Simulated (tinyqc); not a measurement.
# Changing the lattice temperature T

Model: decay of LO phonons and the hot-phonon bottleneck in the cooling of electrons. Computed by tinyqc, a small Python program. Command: `OMP_NUM_THREADS=1 python tinyqc.py 3019567 3019568 out.jsonl hotphonon sweep`. One thread of a shared host (Intel(R) Xeon(R) Processor @ 2.30GHz), about 0.01 s of CPU time with the checks.

n(E, T) = 1/(exp(E/(k_B T)) - 1) is the Bose occupation. Electrons have a temperature T_e; the LO modes within their reach share one occupation N; the decay products stay at the lattice temperature.

Inputs (values chosen for the exercise, modelled on gallium oxide): LO energy hbar omega = 45.2 meV; lifetime at T = 0, tau_0 = 1.2 ps; share f of the energy in the softer product = 0.35.

Decay channel: two unequal phonons (Ridley).

Constants: k_B = 8.617333262e-05 eV/K; c = 299792458 m/s.

Method. Decay rate 1/tau = (1/tau_0) [1 + n(f hbar omega) + n((1 - f) hbar omega)]. Full width Gamma = 1/(2 pi c tau) in 1/cm, c in cm/s.

One run for each value; columns: (1) lattice temperature T (K); (2) Raman width Gamma (1/cm); (3) phonon lifetime tau (ps); (4) equilibrium LO occupation N_0; (5) thermal factor tau_0/tau:
```
(1)    (2)    (3)        (4)    (5)
20    4.42  1.200  4.075e-12  1.000
31    4.44  1.197  4.484e-08  1.003
47    4.52  1.175  1.423e-05  1.021
71    4.82  1.101  6.192e-04  1.090
110   5.66  0.938  8.567e-03  1.279
170   7.39  0.719  4.790e-02  1.670
250  10.02  0.530  1.398e-01  2.266
390  14.95  0.355  3.524e-01  3.379
590  22.20  0.239  6.980e-01  5.018
900  33.58  0.158  1.264e+00  7.591
```

What does the table show, and why?

Over the rows, Raman width Gamma (1/cm) rises from 4.42 to 33.6 (exponent d ln y / d ln x 0.0059 between the first rows and 0.98 between the last); phonon lifetime tau (ps) falls from 1.20 to 0.158 (exponent d ln y / d ln x -0.0059 between the first rows and -0.98 between the last); equilibrium LO occupation N_0 rises from 4.07e-12 to 1.26 (exponent d ln y / d ln x 21 between the first rows and 1.4 between the last). At the low end the exponent of Raman width Gamma is 0.01, close to 0: spontaneous decay alone. The width is flat while k_B T is small against the energy of the softer product, and then grows with the occupation of the products.
